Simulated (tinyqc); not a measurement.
From results back to parameters: plasmons of a degenerate electron gas in the random-phase approximation. Four cases, with inputs chosen for the exercise.

Problem. At small q the plasmon follows E = Ep + B q^2 with B = (3/10)(hbar vF)^2/Ep, hbar vF = 2 c kF/m; n and m are hidden.

Zero temperature, parabolic band: kF = (3 pi^2 n)^(1/3), EF = c kF^2/m, Ep^2 = 8 pi c e2 n/(m eb), qTF^2 = 6 pi e2 n/(eb EF), c = hbar^2/2m0, e2 = e^2/(4 pi eps0), n in 1/angstrom^3 (1e-24 per 1/cm^3).

Constants: hbar^2/2m0 = 3.80998211 eV angstrom^2; e^2/(4 pi eps0) = 14.39964547 eV angstrom.

Case 1.

Values chosen (out of a larger set: a free-electron density near that of Al; not measured data): eb = 1 (background dielectric constant).

Ep = 15.6663 eV
B = 3.36734 eV angstrom^2

Case 2.

Values chosen (out of a larger set: a free-electron density near that of Na; not measured data): eb = 1 (background dielectric constant).

Ep = 6.03336 eV
B = 2.44992 eV angstrom^2

Case 3.

Values chosen (out of a larger set: mass and background constant near those of GaN; polar phonons, which mix with the plasmon in the real crystal, and the rise of the mass with filling are left out; not measured data): eb = 5.4 (background dielectric constant).

Ep = 150.100 meV
B = 18.3308 eV angstrom^2

Case 4.

Values chosen (out of a larger set: a free-electron density near that of K; not measured data): eb = 1 (background dielectric constant).

Ep = 4.34628 eV
B = 2.19619 eV angstrom^2

Find: hbar vF; kF; n; m.

Solution. hbar vF = sqrt(B Ep/0.3); Ep^2 = (4 e2/(3 pi eb)) kF^2 hbar vF gives kF, then n and m.

Case 1.

hbar vF = 13.26 eV angstrom
kF = 1.740 1/angstrom
n = 1.78e+23 1/cm^3
m = 1.000 m0

Case 2.

hbar vF = 7.019 eV angstrom
kF = 0.9212 1/angstrom
n = 2.64e+22 1/cm^3
m = 1.000 m0

Case 3.

hbar vF = 3.028 eV angstrom
kF = 0.08108 1/angstrom
n = 1.80e+19 1/cm^3
m = 0.204 m0

Case 4.

hbar vF = 5.641 eV angstrom
kF = 0.7403 1/angstrom
n = 1.37e+22 1/cm^3
m = 1.000 m0

Computed by tinyqc, one run a case: `OMP_NUM_THREADS=1 python tinyqc.py N N+1 out.jsonl` with N = 1651348, 1651392, 1651435, 1651537; one thread of a shared Intel(R) Xeon(R) Processor @ 2.30GHz, about 0.01 s a run at most.
